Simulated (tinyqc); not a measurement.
Doping the contact: Schottky barrier with interface states (Cowley-Sze model), image lowering and contact resistance. Computed by tinyqc, a small Python program. Command: `OMP_NUM_THREADS=1 python tinyqc.py 3020786 3020787 out.jsonl pinning walk`. One thread of a shared host (Intel(R) Xeon(R) Processor @ 2.30GHz), about 0.01 s of CPU time with the checks.

An n-type semiconductor under a metal. The barrier lies between the Schottky-Mott limit phi_M - chi and the Bardeen limit E_g - E_n, E_n being the neutrality level of the interface states; the space-charge term of the full Cowley-Sze expression is left out.

Inputs (values chosen for the exercise, for a model semiconductor):

| quantity | value | unit |
|---|---|---|
| gap E_g | 2.37 | eV |
| electron affinity chi | 3.79 | eV |
| metal work function phi_M | 4.08 | eV |
| neutrality level E_n above the valence band | 1.41 | eV |
| interface-state density D | 4.1e+13 | cm^-2 eV^-1 |
| dipole layer thickness delta | 0.59 | nm |
| dipole layer constant eps_i | 1 | - |
| dielectric constant eps_s | 12.8 | - |
| electron mass m_e | 0.482 | m_0 |
| valleys M_c | 3 | - |
| temperature T | 425 | K |

Pinning factor from: interface states.

Constants: e = 1.602176634e-19 C; eps_0 = 8.8541878128e-12 F/m; k_B = 8.617333262e-05 eV/K; hbar = 1.054571817e-34 J s; m_0 = 9.1093837015e-31 kg; k_B = 1.380649e-23 J/K; h = 6.62607015e-34 J s.

Method:
- S = 1/(1 + e^2 D delta/(eps_i eps_0)); for D per eV, e^2 D is the number e x D in SI units, with 1 cm^-2 = 1e4 m^-2.
- phi_B = S (phi_M - chi) + (1 - S)(E_g - E_n); the hole barrier is E_g - phi_B.
- A* = 4 pi e m_e M_c k_B^2/h^3 (a simple valley count); J_s = A* T^2 exp(-phi/k_B T).
- E_00 = (e hbar/2) sqrt(N/(m_e eps_s eps_0)), E_0 = E_00 coth(E_00/k_B T); scaling form of the contact resistivity rho_c = (k_B/(e A* T)) exp(phi_B/E_0), which is the thermionic result when E_00 << k_B T and keeps only the leading exponential of tunnelling when E_00 >> k_B T; image lowering is left out of it.
- Regimes: thermionic below E_00/k_B T = 0.5, field emission above 5.

barrier phi_B = 0.835400 eV

Against doping:

| N (cm^-3) | 1e10/sqrt(N) | E_00/k_B T | rho_c (ohm cm^2) | regime |
|---|---|---|---|---|
| 1.00e+16 | 1.0000e+02 | 2.0410e-02 | 9.3769e+00 | thermionic emission |
| 1.00e+17 | 3.1623e+01 | 6.4541e-02 | 9.1139e+00 | thermionic emission |
| 1.00e+18 | 1.0000e+01 | 2.0410e-01 | 6.8887e+00 | thermionic emission |
| 3.00e+18 | 5.7735e+00 | 3.5351e-01 | 3.8055e+00 | thermionic emission |
| 1.00e+19 | 3.1623e+00 | 6.4541e-01 | 6.2235e-01 | thermionic-field emission |
| 3.00e+19 | 1.8257e+00 | 1.1179e+00 | 1.6480e-02 | thermionic-field emission |
| 1.00e+20 | 1.0000e+00 | 2.0410e+00 | 5.7503e-05 | thermionic-field emission |
| 3.00e+20 | 5.7735e-01 | 3.5351e+00 | 7.3211e-07 | thermionic-field emission |
| 1.00e+21 | 3.1623e-01 | 6.4541e+00 | 3.9985e-08 | field emission |

Even over the thermionic rows rho_c falls by a factor 2.5, since the barrier is many E_0 high, and then it falls faster, by 8.4 decades in all; in field emission ln rho_c is linear in 1/sqrt(N). It passes below 1e-7 ohm cm^2 at N = 1e21 cm^-3 of those listed.
